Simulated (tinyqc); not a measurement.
Short-channel transistor, virtual-source model with series resistance: one step of the calculation.

The current per gate width is the charge at the top of the source barrier (the virtual source) times its velocity times a saturation function; al and be are fitting constants of the model. Units: I in uA/um, Rs in ohm um, so I Rs = 1e-6 I Rs in volts; Q in uC/cm^2, so I = 1e-4 Q vx0 Fsat with vx0 in cm/s.

Problem. What the series resistance costs. Intrinsic voltages Vg' = Vgs - I Rs, Vd' = Vds - 2 I Rs. n = n0 + nd Vd', VT = VT0 - dl Vd', Ff = 1/(1 + exp((Vg' - VT + al Vt/2)/(al Vt))), Q = Cinv n Vt ln(1 + exp((Vg' - VT + al Vt Ff)/(n Vt))), Vdsat = (vx0 L/mu)(1 - Ff) + Vt Ff, Fsat = u/(1 + u^be)^(1/be) with u = Vd'/Vdsat, and I = Q vx0 Fsat per width. I0 is the current for Rs = 0. Effective velocity I/Q; transit time L Q/I.

Values chosen for this exercise:
- T = 350 K (temperature)
- Cinv = 2.72 uF/cm^2 (inversion capacitance)
- vx0 = 6.15e6 cm/s (velocity at the virtual source)
- mu = 1300 cm^2/(V s) (apparent mobility)
- L = 16 nm (channel length)
- VT0 = 0.368 V (threshold at zero drain voltage)
- dl = 0.164 V/V (drain-induced barrier lowering)
- n0 = 1.49 (subthreshold factor)
- nd = 0 1/V (growth of n with drain voltage)
- al = 3.5 (threshold shift (in units of Vt) from weak to strong inversion)
- be = 2 (sharpness of saturation)
- Rs = 200 ohm um (series resistance of each contact)
- Vgs = 0.5 V (gate voltage)
- Vds = 0.6 V (drain voltage)

Constants: q = 1.602176634e-19 C, kB = 1.380649e-23 J/K, Vt = kB T/q. Results are converted to the units shown.

converged I = 282.98349 uA/um
I0 = 397.05405 uA/um

Find: loss against I0; effective velocity; transit time.

Solution.

loss against I0 = 28.73 %
effective velocity = 6.149e6 cm/s
transit time = 0.2602 ps

The carriers leave the virtual source at 100 % of vx0: the device is in saturation.

Program tinyqc, `OMP_NUM_THREADS=1 python tinyqc.py 2380073 2380074 out.jsonl`; Intel Xeon 2.30GHz, shared host, one thread, about 0.01 s.
